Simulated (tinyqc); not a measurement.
# Gate work function from the charge

Problem. For an undoped double gate, Q = 8 eps0 eps_r Vt beta tan(beta)/ts with 0 < beta < pi/2, and at the source (Vg - dphi)/(2 Vt) - ln[(2/ts) sqrt(2 eps0 eps_r Vt/(q ni))] = ln(beta) - ln(cos beta) + 2 r beta tan(beta), r = eps_r tox/(eox ts). Find beta and dphi.

Values chosen for this exercise; material values close to those of silicon: temperature T = 300 K; relative permittivity of the semiconductor eps_r = 11.9; relative permittivity of the gate insulator eox = 3.85; insulator thickness tox = 3.3 nm; body thickness ts = 15 nm; gate voltage Vg = 1.2 V.

Constants: q = 1.602176634e-19 C, kB = 1.380649e-23 J/K, Vt = kB T/q, eps0 = 8.8541878128e-14 F/cm where lengths are in cm. Results are converted to the units shown.

Qs = 876.84297 nC/cm^2
ni = 1.0733666e10 cm^-3

Solution. beta tan(beta) rises from 0 without bound on the interval, so the charge fixes beta; the second relation is then explicit in dphi. At this charge the surface density passes 0.3 Nc, so the classical Boltzmann model is only formal.

beta = 1.35
dphi = 0.220 V

Numbers from tinyqc (`OMP_NUM_THREADS=1 python tinyqc.py 2440164 2440165 out.jsonl`; about 0.02 s on one thread of a shared Intel Xeon 2.30GHz).
